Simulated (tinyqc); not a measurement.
# Surface Green function of a dimerised chain, Sancho-Rubio decimation, step by step

Computed by the program tinyqc: `OMP_NUM_THREADS=1 python tinyqc.py 2680118 2680119 out.jsonl`, one thread of a shared Intel Xeon 2.30GHz, about 0.02 s for the whole run. Printed values are rounded.

A semi-infinite lead of cells 0, 1, 2, ... with H0 inside a cell and H1 = <cell i|H|cell i + 1>. Cell A, B with A at the surface; -t1 joins A and B, -t2 joins B to the next A. z = E + i eta.

Values chosen for this exercise:
```
symbol,value,unit,meaning
t1,0.78,eV,hopping inside the cell
t2,1,eV,hopping between cells
dl,0.3,eV,"site energy, +dl on A and -dl on B"
E,1.46,eV,energy
eta,0.2,eV,broadening
```

## The blocks

Read off from the list of hoppings.

H0 (eV):
```
       A      B
A    0.3  -0.78
B  -0.78   -0.3
```

H1 (eV):
```
    A  B
A   0  0
B  -1  0
```

## Round 1: decimation

Start with e_s = e = H0, a = H1, b = H1^dagger. Each round: g = (z - e)^(-1); e_s <- e_s + a g b; e <- e + a g b + b g a; a <- a g a; b <- b g b (all with the old a, b). Round k joins cells 2^k apart.

g (1/eV):
```
                     A                    B
A   1.125663-0.328300i  -0.476190+0.199609i
B  -0.476190+0.199609i   0.759362-0.174754i
```

e_s after round 1 (eV):
```
                       A                      B
A   0.3000000+0.0000000i  -0.7800000+0.0000000i
B  -0.7800000+0.0000000i   0.8256625-0.3282995i
```

e after round 1 (eV):
```
                     A                    B
A   1.059362-0.174754i  -0.780000+0.000000i
B  -0.780000+0.000000i   0.825663-0.328300i
```

a after round 1 (eV):
```
                       A                     B
A   0.0000000+0.0000000i  0.0000000+0.0000000i
B  -0.4761903+0.1996089i  0.0000000+0.0000000i
```

b after round 1 (eV):
```
                      A                      B
A  0.0000000+0.0000000i  -0.4761903+0.1996089i
B  0.0000000+0.0000000i   0.0000000+0.0000000i
```

## Round 2: decimation

As before.

g (1/eV):
```
                     A                    B
A  -0.222726-1.137882i   0.849752+0.691469i
B   0.849752+0.691469i  -0.104245-0.763432i
```

e_s after round 2 (eV):
```
                       A                      B
A   0.3000000+0.0000000i  -0.7800000+0.0000000i
B  -0.7800000+0.0000000i   0.5677164-0.4986441i
```

e after round 2 (eV):
```
                       A                      B
A   0.8947462-0.2976325i  -0.7800000+0.0000000i
B  -0.7800000+0.0000000i   0.5677164-0.4986441i
```

a after round 2 (eV):
```
                      A                     B
A  0.0000000+0.0000000i  0.0000000+0.0000000i
B  0.2902809-0.0322959i  0.0000000+0.0000000i
```

b after round 2 (eV):
```
                      A                     B
A  0.0000000+0.0000000i  0.2902809-0.0322959i
B  0.0000000+0.0000000i  0.0000000+0.0000000i
```

## Round 3: decimation

As before.

g (1/eV):
```
                    A                   B
A  0.201657-1.172160i  0.388087+0.720791i
B  0.388087+0.720791i  0.178617-0.769942i
```

e_s after round 3 (eV):
```
                       A                      B
A   0.3000000+0.0000000i  -0.7800000+0.0000000i
B  -0.7800000+0.0000000i   0.5625205-0.5999723i
```

e after round 3 (eV):
```
                       A                      B
A   0.8951745-0.3650560i  -0.7800000+0.0000000i
B  -0.7800000+0.0000000i   0.5625205-0.5999723i
```

a after round 3 (eV):
```
                        A                       B
A  0.00000000+0.00000000i  0.00000000+0.00000000i
B  0.04581129+0.05270764i  0.00000000+0.00000000i
```

b after round 3 (eV):
```
                        A                       B
A  0.00000000+0.00000000i  0.04581129+0.05270764i
B  0.00000000+0.00000000i  0.00000000+0.00000000i
```

## Course of the decimation

Stop when the largest entry of a and b is below 1e-12 eV, or after 60 rounds. The last column is -Im Tr (z - e_s)^(-1)/pi. At the end g_s = (z - e_s)^(-1), and the bulk Green function is (z - e)^(-1).

Course of the iteration:
```
round  largest |a|, |b| (eV)  surface density of states (1/eV)
1                      0.516                         0.7622650
2                      0.292                         0.5318996
3                     0.0698                         0.4908407
4                    3.44e-3                         0.4930764
5                    8.35e-6                         0.4930703
6                   4.93e-11                         0.4930703
7                    < 1e-13                         0.4930703
```

Converged in 7 rounds, which stand for 2^7 cells. E lies inside a band (1 open mode(s)), where only eta damps the waves, over about v/eta cells with v the group velocity in eV a cell.

## Self-energy, Dyson check and densities of states

converged surface Green function g_s (1/eV):
```
                       A                      B
A   0.8674981-0.5981957i  -0.1614576+0.6671889i
B  -0.1614576+0.6671889i   0.4111905-0.9508303i
```

converged bulk Green function (1/eV):
```
                    A                   B
A  0.215676-1.064441i  0.357522+0.610522i
B  0.357522+0.610522i  0.183798-0.697941i
```

Sigma = H1 g_s H1^dagger is what the lead adds to one more cell, and (z - H0 - Sigma)^(-1) must give g_s back. Densities of states: -Im of the diagonals over pi.

Sigma (eV):
```
                      A                     B
A  0.0000000+0.0000000i  0.0000000+0.0000000i
B  0.0000000+0.0000000i  0.8674981-0.5981957i
```

(z - H0 - Sigma)^(-1) (1/eV):
```
                       A                      B
A   0.8674981-0.5981957i  -0.1614576+0.6671889i
B  -0.1614576+0.6671889i   0.4111905-0.9508303i
```

```
orbital  surface density of states (1/eV)  bulk density of states (1/eV)
A                               0.1904116                      0.3388221
B                               0.3026587                      0.2221615
```

The surface cell holds 0.493 states per eV against 0.561 for a bulk cell.
